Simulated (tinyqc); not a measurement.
Thermal and gravitational stress in a wafer during furnace and rapid thermal processing, and the onset of slip: one step, computed by the program tinyqc. Command: `OMP_NUM_THREADS=1 python tinyqc.py 3001137 3001138 out.jsonl slip walk`. One thread of a shared host (Intel(R) Xeon(R) Processor @ 2.30GHz), about 0.01 s of CPU time with the checks.

A thin free disc in plane stress, isotropic; T(r) = T_centre + dT (r/R)^n with n = 2. Stress is positive in tension; sigma_SB = 5.670374419e-8 W/(m^2 K^4), g = 9.80665 m/s^2.

Question. Thermal stress. With x = r/R: s_rr = alpha E dT (1 - x^n)/(n + 2), s_tt = alpha E dT [1 - (n + 1) x^n]/(n + 2).

Inputs (values chosen for the exercise, modelled on silicon): Young's modulus E = 155 GPa; expansion alpha = 4.11 1e-6/K; edge less centre temperature dT = 16 K.

Temperature profile: parabolic.

Give: Temperature and stresses at r/R = 0, 0.3, 0.5, 0.7, 0.8, 0.9, 0.95, 1; hoop stress at the edge; r/R where s_tt = 0.

Answer.

Temperature and stresses at r/R = 0, 0.3, 0.5, 0.7, 0.8, 0.9, 0.95, 1:
```
r/R   T - T_centre (K)  s_rr (MPa)  s_tt (MPa)
0.00              0.00       2.548       2.548
0.30              1.44       2.319       1.860
0.50              4.00       1.911       0.637
0.70              7.84       1.300      -1.198
0.80             10.24       0.917      -2.344
0.90             12.96       0.484      -3.644
0.95             14.44       0.248      -4.351
1.00             16.00       0.000      -5.096
```

hoop stress at the edge = -5.0964 MPa

r/R where s_tt = 0 = 0.5774

The hot edge is squeezed; the edge stress is n times that at the centre in size.
